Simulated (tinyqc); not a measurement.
What each parameter does: cyclotron resonance of ellipsoidal valleys, Ge type.

Valleys along [111], [-111], [1-11], [11-1], mass ml along the axis and mt across it. B lies in the (1-10) plane, b = (sin(theta)/sqrt2, sin(theta)/sqrt2, cos(theta)). For the angle phi between B and the axis, 1/mc^2 = cos^2(phi)/mt^2 + sin^2(phi)/(mt ml). Resonance: h nu = 2 muB B/mc, h = 2 pi hbar.

Constants: hbar = 6.58211957e-16 eV s; muB = 5.788381798e-05 eV/T.

Inputs chosen for the exercise (near those of Ge; shifted at random, so the results belong to these values and not to a real crystal): ml = 1.523 m0 (longitudinal mass); mt = 0.085 m0 (transverse mass); theta = 81 degrees (angle of B from [001] towards [110]); nu = 35 GHz (microwave frequency).

Resonance fields B = h nu mc/(2 muB) of the valleys [111], [-111] and [11-1].

One parameter was then changed.

Results before and after:

| case | [111] (T) | [-111] (T) | [11-1] (T) |
|---|---|---|---|
| base | 0.1177 | 0.4217 | 0.1446 |
| changed | 0.1178 | 0.4479 | 0.1451 |

Which of these changes was made? (a) nu = 38.5 GHz; (b) mt = 0.077 m0; (c) ml = 1.751 m0; (d) theta = 85 degrees.

Answer: (c) ml = 1.751 m0. Of the candidates, run in turn, only this one gives the changed row.

All candidates:

| case | [111] (T) | [-111] (T) | [11-1] (T) |
|---|---|---|---|
| base | 0.1177 | 0.4217 | 0.1446 |
| ml = 1.751 m0 | 0.1178 | 0.4479 | 0.1451 |
| mt = 0.077 m0 | 0.1067 | 0.3987 | 0.1313 |
| theta = 85 degrees | 0.1219 | 0.4405 | 0.1366 |
| nu = 38.5 GHz | 0.1295 | 0.4639 | 0.1591 |

Run: tinyqc, `OMP_NUM_THREADS=1 python tinyqc.py 1281133 1281134 out.jsonl`; Intel(R) Xeon(R) Processor @ 2.30GHz, one thread, shared host; about 0.01 s of CPU time with all checks.
